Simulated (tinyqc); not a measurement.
# Inputs raised by 2 %, one at a time

Model: Raman shift of the zone-centre optical phonon of a diamond-structure crystal under stress. Computed by tinyqc, a small Python program. Command: `OMP_NUM_THREADS=1 python tinyqc.py 3005852 3005853 out.jsonl ramanstress sens`. One thread of a shared host (Intel(R) Xeon(R) Processor @ 2.30GHz), about 0.01 s of CPU time with the checks.

Axes x, y, z are the cube axes. Strain shifts the threefold optical mode and can split it; p, q and r are the phonon deformation potentials.

Inputs (values chosen for the exercise, for a model crystal): unstrained frequency omega_0 = 657 1/cm; p/omega_0^2 = -2.16; q/omega_0^2 = -2.55; r/omega_0^2 = -1.35; C11 = 87.5 GPa; C12 = 32.1 GPa; C44 = 47.3 GPa; stress sigma (tension positive) = 0.16 GPa; polarisation angle phi = 45 degree; temperature coefficient d omega/dT = -0.015 1/(cm K); local temperature T = 520 K; laser wavelength = 457.9 nm.

Stress state: uniaxial. Axis: [111].

Constants: h = 6.62607015e-34 J s; c = 299792458 m/s; k_B = 1.380649e-23 J/K.

Method:
- S11 = (C11 + C12)/D, S12 = -C12/D, D = (C11 - C12)(C11 + 2 C12), S44 = 1/C44.
- Uniaxial stress along the unit vector n of the axis: sigma_ij = sigma n_i n_j.
- eps_xx = S11 sigma_xx + S12 (sigma_yy + sigma_zz), and cyclic; eps_xy = S44 sigma_xy/2 (tensor strain).
- Secular matrix: M_xx = p eps_xx + q (eps_yy + eps_zz), M_xy = 2 r eps_xy; its eigenvalues are omega^2 - omega_0^2, and the shifts are these over 2 omega_0.
- gamma = -(p + 2q)/(6 omega_0^2); the mean of the three shifts is -gamma omega_0 x (volume strain).
- Backscattering from a (001) surface: incident polarisation (cos phi, sin phi, 0). With Raman tensors (R_z)_xy = (R_z)_yx = 1 and cyclic, only the z component u_z of a mode counts: I = u_z^2 sin^2(2 phi) for parallel and u_z^2 cos^2(2 phi) for crossed polarisers. An unresolved line sits at the intensity-weighted shift, which is M_zz/(2 omega_0).
- A temperature above 300 K shifts the line by (d omega/dT)(T - 300 K); divided by the shift per stress it poses as a stress; the total shift adds it to the shift of the observed line. The anti-Stokes to Stokes ratio is [(omega_L + omega_0)/(omega_L - omega_0)]^3 exp(-h c omega_0/(k_B T)) in photon counts, omega_L = 1/wavelength, resonance effects left out.

Runs:
```
input moved                           from      to  mean shift (1/cm)  shift per stress (1/(cm GPa))  anti-Stokes/Stokes ratio  total shift (1/cm)
base run                                 -       -           -0.83847                        -5.2404                   0.19451             -4.1385
unstrained frequency omega_0 (1/cm)    657  670.14           -0.85523                        -5.3452                   0.18824             -4.1552
q/omega_0^2                          -2.55  -2.601           -0.85025                        -5.3140                   0.19451             -4.1502
r/omega_0^2                          -1.35  -1.377           -0.83847                        -5.2404                   0.19451             -4.1385
C11 (GPa)                             87.5   89.25           -0.82890                        -5.1806                   0.19451             -4.1289
C12 (GPa)                             32.1  32.742           -0.83143                        -5.1964                   0.19451             -4.1314
C44 (GPa)                             47.3  48.246           -0.83847                        -5.2404                   0.19451             -4.1385
local temperature T (K)                520   530.4           -0.83847                        -5.2404                   0.20157             -4.2945
```

Exponents ln(y'/y) / ln(x'/x):
```
input                         mean shift  shift per stress  anti-Stokes/Stokes ratio  total shift
unstrained frequency omega_0       1.000             1.000                    -1.653        0.204
q/omega_0^2                        0.705             0.705                     0.000        0.144
r/omega_0^2                        0.000             0.000                     0.000        0.000
C11                               -0.579            -0.579                     0.000       -0.117
C12                               -0.426            -0.426                     0.000       -0.086
C44                                0.000             0.000                     0.000        0.000
local temperature T                0.000             0.000                     1.800        1.869
```

Among the inputs moved here: mean shift answers most in size to unstrained frequency omega_0 (exponent +1.000), next to q/omega_0^2 (+0.705); its exponent is below 0.0005 for r/omega_0^2, C44, local temperature T. shift per stress answers most in size to unstrained frequency omega_0 (exponent +1.000), next to q/omega_0^2 (+0.705); its exponent is below 0.0005 for r/omega_0^2, C44, local temperature T. anti-Stokes/Stokes ratio answers most in size to local temperature T (exponent +1.800), next to unstrained frequency omega_0 (-1.653); its exponent is below 0.0005 for q/omega_0^2, r/omega_0^2, C11, C12, C44. Total shift answers most in size to local temperature T (exponent +1.869), next to unstrained frequency omega_0 (+0.204); its exponent is below 0.0005 for r/omega_0^2, C44.

Caution (all rows): this stress has components normal to the (001) face, so it cannot reach a free (001) surface; it can act on buried material.
